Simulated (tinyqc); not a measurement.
Sp3 tight binding, zinc-blende lattice, step by step. One step of it, computed by the program tinyqc.

Task: Bloch Hamiltonian at X. Slater-Koster rules over the four bonds with direction cosines (l, m, n): ss V_ss; s-px l V_sp; px-s -l V_sp; px-px l^2 V_pps + (1 - l^2) V_ppp; px-py l m (V_pps - V_ppp); each times exp(i k.d).

Parameters chosen for this model: zinc-blende lattice, anion at 0, cation at a/4 (1,1,1); V = eta hbar^2 / (m d^2), hbar^2/m = 7.619964 eV angstrom^2:
```
parameter          value      unit
a               6.530000  angstrom
d               2.827573  angstrom
Es anion      -16.000000        eV
Ep anion       -6.270000        eV
Es cation     -16.000000        eV
Ep cation      -6.270000        eV
eta ss         -1.320000
eta sp          1.420000
eta pp sigma    2.220000
eta pp pi      -0.630000
V ss           -1.258054        eV
V sp            1.353361        eV
V pp sigma      2.115818        eV
V pp pi        -0.600435        eV
```

k point X (2 pi / a): 1  0  0

Give: H(k) at X.

Result:

H(k) at X (eV):
```
                 a s            a px            a py            a pz
a s         -16.0000          0.0000          0.0000          0.0000
a px          0.0000         -6.2700          0.0000          0.0000
a py          0.0000          0.0000         -6.2700          0.0000
a pz          0.0000          0.0000          0.0000         -6.2700
c s           0.0000  0.0000+3.1255i          0.0000          0.0000
c px  0.0000-3.1255i          0.0000          0.0000          0.0000
c py          0.0000          0.0000          0.0000  0.0000-3.6217i
c pz          0.0000          0.0000  0.0000-3.6217i          0.0000

                 c s            c px            c py            c pz
a s           0.0000  0.0000+3.1255i          0.0000          0.0000
a px  0.0000-3.1255i          0.0000          0.0000          0.0000
a py          0.0000          0.0000          0.0000  0.0000+3.6217i
a pz          0.0000          0.0000  0.0000+3.6217i          0.0000
c s         -16.0000          0.0000          0.0000          0.0000
c px          0.0000         -6.2700          0.0000          0.0000
c py          0.0000          0.0000         -6.2700          0.0000
c pz          0.0000          0.0000          0.0000         -6.2700
```
